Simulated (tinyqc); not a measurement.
Worked calculation: vacuum evaporation: vapour pressure, source flux, thickness distribution, purity and step coverage. Computed by tinyqc, a small Python program that keeps every step. Command: `OMP_NUM_THREADS=1 python tinyqc.py 3112519 3112520 out.jsonl evap walk`. One thread of a shared host (Intel(R) Xeon(R) Processor @ 2.30GHz), about 0.01 s of CPU time with the checks. Intermediate numbers are printed to about 6 digits and carried at full precision; extremes and crossings named in words are read from the listed rows.

Molecular flow, unit sticking of the metal, no re-evaporation. The background gas is taken as water vapour (18.015 g/mol, collision diameter 0.37 nm) at 300 K.

Inputs (values chosen for the exercise, modelled on silver, with constants for the liquid): molar mass M = 107.87 g/mol; film density rho = 10.5 g/cm^3; vapour-pressure constant A = 10.74; vapour-pressure constant B = 13800 K; source temperature T = 1420 K; source area = 0.62 cm^2; directionality n = 1; source-to-wafer distance h = 49 cm; wafer radius R = 10 cm; source offset from the axis s/h = 0.97; background pressure p = 0.0008 Pa; sticking of background gas = 0.8; aspect ratio of a trench = 0.51.

Constants: u = 1.6605390666e-27 kg; k_B = 1.380649e-23 J/K; R = 8.314462618 J/(mol K).

## Vapour pressure and flux

log10(p_v/Pa) = A - B/T; flux from the surface Phi = p_v/sqrt(2 pi m k_B T), m = M u. Mass loss = Phi x area x m; heat of evaporation = ln(10) R B; d ln Phi/dT = ln(10) B/T^2 - 1/(2 T).

vapour pressure p_v = 10.5121 Pa

flux Phi = 7.07684e+18 1/(cm^2 s)

mass loss = 2.82933 g/h

heat of evaporation = 264.198 kJ/mol

change of flux per kelvin = 1.54065 %/K

Holding the rate to 1 % needs the temperature to about 0.65 K.

## Rate and uniformity on a fixed wafer above the source

A small source emits (n + 1) Phi area cos^n(phi)/(2 pi) per solid angle; on a parallel plane at height h and lateral distance l the arrival rate is (n + 1) Phi area/(2 pi h^2) x (1 + (l/h)^2)^(-(n + 3)/2). Growth rate = arrival rate x m/rho, m = M u. The wafer is fixed and centred above the source.

arrival rate at the centre = 5.81687e+14 1/(cm^2 s)

growth rate at the centre = 0.0992315 nm/s

edge over centre = 0.921631

non-uniformity (max - min)/(max + min) = 4.07827 %

share of the material that lands on the wafer, 1 - (1 + (R/h)^2)^(-(n + 1)/2) = 3.99840 %

## Offset source and rotation

Rotating wafer, source offset by s and facing upwards: thickness at radius r is the mean over the angle a of (1 + (r^2 + s^2 - 2 r s cos a)/h^2)^(-(n + 3)/2), by 360 equal steps; non-uniformity (max - min)/(max + min) over 21 radii from 0 to R.

centre thickness relative to an axial source = 0.265457

edge over centre, rotating = 1.01876

non-uniformity, rotating = 0.929130 %

## Choosing the offset

The curvature at the centre vanishes at s/h = sqrt(2/(n + 3)).

Against the offset:
```
s/h  centre thickness  edge over centre  non-uniformity (%)
0.0           1.00000           0.92163             4.07827
0.2           0.92456           0.93243             3.49680
0.4           0.74316           0.95829             2.12974
0.5           0.64000           0.97275             1.38146
0.6           0.54066           0.98627             0.69124
0.7           0.45043           0.99799             0.10062
0.8           0.37180           1.00752             0.37454
0.9           0.30524           1.01484             0.73652
1.1           0.20475           1.02380             1.17584
```

The best row, s/h = 0.7, has 0.10 % against 4.1 % on the axis, at the price of a rate lower by a factor 2.22; the small-wafer optimum is sqrt(2/(n + 3)) = 0.71.

## Scattering and purity

Mean free path lambda = k_B T_g/(sqrt2 pi d^2 p); unscattered share exp(-h/lambda); gas arrival p/sqrt(2 pi m_g k_B T_g); impurity ratio = sticking x gas arrival/metal arrival; monolayer time = 1e15 cm^-2/(sticking x gas arrival).

mean free path = 8.51229 m

unscattered share = 0.944062

gas arrival rate = 2.86719e+15 1/(cm^2 s)

impurity ratio = 3.94327

monolayer time = 0.435967 s

Caution: more gas than metal sticks, so a compound rather than a metal film would grow.

## A trench at the wafer edge

Fixed wafer, axial point source, trench running tangentially at r = R: the beam arrives at tan(a) = R/h. Shadowed share of the floor = aspect ratio x tan(a) (at most 1); the wall facing the source grows at tan(a) times the field rate, the other wall not at all.

angle a = 11.5346 degrees

shadowed share of the floor = 0.104082

wall over field thickness = 0.204082

Checks made by the program: share on the wafer by quadrature (relative difference 2e-09).
